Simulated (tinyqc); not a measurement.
## Off-state leakage of single and stacked transistors: leakage components against the supply voltage

n-channel devices of unit width. Subthreshold current I(Vg, Vs, Vd) = I0 (T/300 K)^0.5 exp[(Vg - Vs - VT(T) - gb (Vs - Vb) + dd (Vd - Vs))/(nf Vt)] (1 - exp(-(Vd - Vs)/Vt)), VT(T) = VT - cT (T - 300 K). Gate-edge tunnelling Ig (Vd/1 V) exp(ag (Vd - 1 V)), for a gate at 0 V, and band-to-band leakage Ab u exp(-Bb/u), u = Vd - Vb + 1 V, flow at a drain held at V; both are taken as independent of T. In a stack of off transistors (all gates at 0 V) the same subthreshold current passes through each.

One transistor with Vg = Vs = 0, Vd = V; stack factor I(one)/I(two in series).

Parameters, values chosen for the exercise; values of the order met in bulk silicon logic transistors:

| symbol | value | unit | meaning |
|---|---|---|---|
| T | 358 | K | temperature |
| VT | 0.34 | V | threshold at 300 K, zero drain and body bias |
| cT | 0.8 | mV/K | fall of the threshold with temperature |
| I0 | 0.23 | uA/um | current at threshold at 300 K |
| nf | 1.37 |  | slope factor |
| dd | 0.06 |  | drain-induced lowering per volt |
| gb | 0.13 |  | rise of the threshold per volt of source-body bias |
| Ig | 9e-5 | uA/um | gate-edge tunnelling current at 1 V |
| ag | 4.9 | 1/V | exponential slope of the gate current |
| Ab | 3 | uA/(um V) | prefactor of band-to-band leakage at the drain |
| Bb | 18 | V | its exponential voltage |
| Vb | -0.6 | V | body voltage |

Constants: q = 1.602176634e-19 C, kB = 1.380649e-23 J/K, Vt = kB T/q. Results are converted to the units shown.

Leakage components against the supply voltage:

| V (V) | subthreshold (nA/um) | gate edge (nA/um) | band-to-band (nA/um) | total (nA/um) | stack factor | largest part |
|---|---|---|---|---|---|---|
| 0.5 | 0.07762 | 0.003883 | 1.193 | 1.275 | 2.788 | band-to-band |
| 0.6 | 0.08946 | 0.007606 | 1.846 | 1.943 | 3.060 | band-to-band |
| 0.7 | 0.1031 | 0.01449 | 2.754 | 2.872 | 3.373 | band-to-band |
| 0.8 | 0.1188 | 0.02702 | 3.982 | 4.128 | 3.733 | band-to-band |
| 0.9 | 0.1370 | 0.04962 | 5.599 | 5.786 | 4.146 | band-to-band |
| 1 | 0.1578 | 0.09000 | 7.681 | 7.929 | 4.622 | band-to-band |
| 1.1 | 0.1819 | 0.1616 | 10.31 | 10.65 | 5.168 | band-to-band |
| 1.2 | 0.2097 | 0.2878 | 13.56 | 14.06 | 5.794 | band-to-band |
| 1.3 | 0.2417 | 0.5089 | 17.53 | 18.29 | 6.514 | band-to-band |
| 1.4 | 0.2785 | 0.8945 | 22.31 | 23.48 | 7.339 | band-to-band |

Read the table: what changes, and by how much?

As V goes from 0.5 to 1.4, the total leakage rises from 1.27 to 23.5 nA/um. The band-to-band part leads at V = 0.5 and in all other rows. The reduction by a stack of two rises from 2.79 to 7.34, for the subthreshold part alone.

Program tinyqc, `OMP_NUM_THREADS=1 python tinyqc.py 2242161 2242162 out.jsonl`; Intel Xeon 2.30GHz, shared host, one thread, about 0.06 s.
